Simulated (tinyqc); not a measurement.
Six-transistor SRAM cell, nodal equations and margins: one step of the calculation.

Two cross-coupled inverters (pull-down bn, pull-up bp) hold the nodes Q and QB; access transistors (ba, threshold VTn, gate on the word line at Vdd when selected) join them to the bit lines. Transistor (EKV form, voltages against the body): I = 2 n b Vt^2 [F(vp - Vs) - F(vp - Vd)] from drain to source, F(v) = ln^2(1 + exp(v/(2 Vt))), vp = (Vg - VT + sg |Vd - Vs|)/n. n-channel bodies are at 0; for the p-channel device all voltages are counted down from Vdd. b in uA/V^2 gives I in uA. For an access transistor the bit line is the drain and the node the source. In a read both bit lines are at Vdd. The cell is symmetric (no mismatch).

Task. The largest square in the read butterfly. f(x) is the node voltage of one half-cell in a read for input x (In - Ip - Ia = 0). Static noise margin: side of the largest square between the curve (x, f(x)) and its mirror image (f(y), y); with h(c) the root x of f(x) - x = c, it is the maximum over c > 0 of h(c) - h(-c) + c.

Parameters, values chosen for the exercise:
- T = 273 K (temperature)
- Vdd = 0.7 V (supply voltage)
- n = 1.14 (slope factor)
- sg = 0.081 (drain-induced barrier lowering)
- VTn = 0.38 V (n-channel threshold)
- VTp = 0.41 V (p-channel threshold (magnitude))
- bn = 170 uA/V^2 (gain factor of the pull-down transistor)
- ba = 140 uA/V^2 (gain factor of the access transistor)
- bp = 49 uA/V^2 (gain factor of the pull-up transistor)

Constants: q = 1.602176634e-19 C, kB = 1.380649e-23 J/K, Vt = kB T/q. Results are converted to the units shown.

c, point 0 to 6 (V): 0.12  0.2  0.28  0.34  0.4  0.44  0.48

Give: h(c); h(-c); side.

Result.

```
point  h(c) (V)  h(-c) (V)  side (V)
0       0.30739    0.39311   0.03428
1       0.30105    0.43714   0.06391
2       0.29489    0.48118   0.09371
3       0.28907    0.51445   0.11462
4       0.27555    0.54914   0.12641
5       0.25327    0.57412   0.11915
6       0.21882    0.60118   0.09764
```

The maximum over c is 126.4 mV, the read margin; with the word line off (no Ia) the same construction gives 279.2 mV.

Program tinyqc, `OMP_NUM_THREADS=1 python tinyqc.py 2340015 2340016 out.jsonl`; Intel Xeon 2.30GHz, shared host, one thread, about 0.1 s.
